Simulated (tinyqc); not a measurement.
Hot electrons in a saturated n-channel MOSFET, lucky-electron model: one step of the calculation.

Beyond pinch-off the lateral field grows as Esat cosh(y/l) over the velocity-saturated region (pseudo-two-dimensional model). Impact ionisation in this region gives the substrate current, which biases the body forward through Rsub. Currents are per width. Local-field laws: they overstate ionisation when the field peak is narrower than an energy relaxation length.

Task. Length and field scales. Cox = 3.9 eps0/tox, l = sqrt(3 tox xj), Esat = 2 vs/mu.

Parameters, values chosen for the exercise; values close to those of silicon n-channel devices:
- L = 0.8 um (channel length)
- tox = 20 nm (oxide thickness)
- xj = 300 nm (junction depth)
- mu = 260 cm^2/(V s) (effective mobility)
- vs = 7.3e6 cm/s (saturation velocity)

Constants: eps0 = 8.8541878128e-14 F/cm where lengths are in cm. Results are converted to the units shown.

Wanted: Cox; l; Esat; Esat L.

Result.

Cox = 0.1727 uF/cm^2
l = 134.2 nm
Esat = 0.05615 MV/cm
Esat L = 4.492 V

Program tinyqc, `OMP_NUM_THREADS=1 python tinyqc.py 2550106 2550107 out.jsonl`; Intel Xeon 2.30GHz, shared host, one thread, about 0.01 s.
